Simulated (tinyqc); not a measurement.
Temperature and repopulation: deformation-potential model of the L valleys of a conduction band.

Valleys with axes along [111], [1-1-1], [-11-1] and [-1-11], one whole valley each. Herring-Vogt shift of a valley with unit axis a: dE = Xd tr(e) + Xu a.e.a. Non-degenerate shares n_i = exp(-dE_i/kT)/sum_j exp(-dE_j/kT). Inverse mass tensor of a valley: (1 - a a)/mt + a a/ml; the masses are taken as independent of strain.

s11 = (C11 + C12)/((C11 - C12)(C11 + 2 C12)), s12 = -C12/((C11 - C12)(C11 + 2 C12)), s44 = 1/C44; exx = s11 sxx + s12 (syy + szz) and cyclic, exy = s44 sxy/2; tension is positive. A uniaxial stress X along the unit vector n is s_ij = X n_i n_j.

Constants: kB = 8.617333262e-05 eV/K.

Inputs chosen for the exercise (near those of Ge; the results hold for these values, not for the real material): ml = 1.576 m0 (longitudinal mass); mt = 0.083 m0 (transverse mass); Xd = -6.18 eV (dilation potential); Xu = 17.01 eV (uniaxial potential); C11 = 126.4 GPa; C12 = 50.1 GPa; C44 = 69.1 GPa; load = uniaxial [111] (kind of stress); X = 1.57 GPa (stress).

The load is fixed; m_c along [110] as 1/(u.M.u).

Results:
```
T (K)  kT (meV)  n [111]  n [1-1-1]  n [-11-1]  n [-1-11]  m_c (m0)
50         4.31    0.000      0.333      0.333      0.333    0.1051
77         6.64    0.000      0.333      0.333      0.333    0.1051
150       12.93    0.000      0.333      0.333      0.333    0.1051
225       19.39    0.000      0.333      0.333      0.333    0.1051
300       25.85    0.000      0.333      0.333      0.333    0.1052
400       34.47    0.002      0.333      0.333      0.333    0.1053
500       43.09    0.006      0.331      0.331      0.331    0.1055
```

What can be read from this table?

The largest share falls from 0.333 at 50 K to 0.331 at 500 K (equal shares: 0.250); m_c goes from 0.1051 to 0.1055, against 0.1213 without stress. Only spread/kT enters, so the small-stress response goes as 1/T.

Run: tinyqc, `OMP_NUM_THREADS=1 python tinyqc.py 1050677 1050678 out.jsonl`; Intel(R) Xeon(R) Processor @ 2.30GHz, one thread, shared host; about 0.03 s of CPU time with all checks.
